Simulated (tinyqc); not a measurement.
# Bias-temperature instability from a Gaussian distribution of capture and emission barriers, step by step

A worked calculation. Computed by tinyqc, a small Python program that keeps every step. Command: `OMP_NUM_THREADS=1 python tinyqc.py 3028793 3028794 out.jsonl bti walk`. One thread of a shared host (Intel(R) Xeon(R) Processor @ 2.30GHz), about 0.01 s of CPU time with the checks. Intermediate numbers are printed to about 5 digits and carried at full precision; extremes and crossings named in words are read from the listed rows.

Each trap has a capture time tau_0 exp(E_c/(k_B T)) under stress and an emission time tau_0 exp(E_e/(k_B T)) after it. E_c is Gaussian, and E_e = E_c + d with d Gaussian and independent. A trap counts as filled once t_s exceeds its capture time and as emptied once t_r exceeds its emission time.

Inputs (values chosen for the exercise, for a model p-channel transistor):
```
quantity                                       value        unit
shift with all traps filled V_max                120          mV
mean capture barrier at zero field mu_c         1.68          eV
spread of capture barriers sigma_c              0.34          eV
lowering of mu_c per field k_F                 0.069  eV/(MV/cm)
oxide field F                                    7.4       MV/cm
mean of E_e - E_c at the stress field, delta  -0.079          eV
spread of E_e - E_c, sigma_d                    0.26          eV
time constant tau_0                            3e-11           s
temperature T                                    105           C
stress time t_s                                50000           s
recovery time t_r                              4e-06           s
failure criterion                                 20          mV
```

Constants: k_B = 8.617333262e-05 eV/K.

## Stress

Demarcation energies E_s = k_B T ln(t_s/tau_0), E_r = k_B T ln(t_r/tau_0); mean barrier mu = mu_c - k_F F; z = (E_s - mu)/sigma_c; Phi is the standard normal distribution. Temperatures in kelvin are T(C) + 273.15. Shift without recovery dV0 = V_max Phi(z); local time exponent n = d ln dV0/d ln t_s = (k_B T/sigma_c) exp(-z^2/2)/(sqrt(2 pi) Phi(z)); apparent activation energy n E_s.

E_s = 1.1421 eV

mean barrier mu = 1.1694 eV

z = -0.080171

shift without recovery dV0 = 56.166 mV

time exponent n = 0.081429

apparent activation energy = 0.093004 eV

The stress has filled 47 % of the traps. The apparent energy 0.093 eV is only the share n of the barriers near 1.14 eV that are being crossed.

## Recovery

Remaining shift dV = V_max int_(-infinity)^(E_s) g(E_c) [1 - Phi((E_r - E_c - delta)/sigma_d)] dE_c, g the Gaussian density of E_c (Gauss-Legendre, 120 points over 7 sigma_c below E_s).

E_r = 0.38454 eV

remaining shift dV = 50.269 mV

remaining share dV/dV0 = 0.89501

A measurement delay of t_r hides 10 % of the shift.

## Lifetime

Solve V_max Phi(z) = criterion for t_s; the power-law extrapolation from the stress point is t_s (criterion/dV0)^(1/n); 1 year = 3.15576e7 s.

log10 of the lifetime in s = 0.67854

log10 of the power-law estimate in s = -0.80820

The power law gives a time shorter by 1.49 decades, since n falls as traps fill; ten years is log10 = 8.50.

## What a measurement delay does to the time exponent

Columns: no delay, and delays of 1 us, 1 ms and 1 s.

Shift (mV):
```
t_s (s)   no delay    1 us    1 ms     1 s
1.00e+00    15.835  11.964   7.548   3.187
1.00e+01    22.200  17.960  12.391   5.980
1.00e+02    29.950  25.465  18.903  10.265
1.00e+03    38.942  34.313  26.996  16.221
1.00e+04    48.879  44.176  36.354  23.772
1.00e+05    59.342  54.605  46.484  32.555
1.00e+06    69.837  65.085  56.809  41.994
1.00e+07    79.865  75.108  66.761  51.432
```

Between 10 and 1000 s the apparent exponent is 0.122 without delay, 0.141 at 1 us, 0.169 at 1 ms and 0.217 at 1 s: a slow measurement loses more of a short stress than of a long one, which steepens the curve. Without delay the exponent falls from 0.147 to 0.058 over the table, so the growth is not a true power law. Caution: step-function filling and one Gaussian population are simplifications; real devices show several populations.

Checks made by the program: time exponent against a finite difference (relative difference 4e-10).
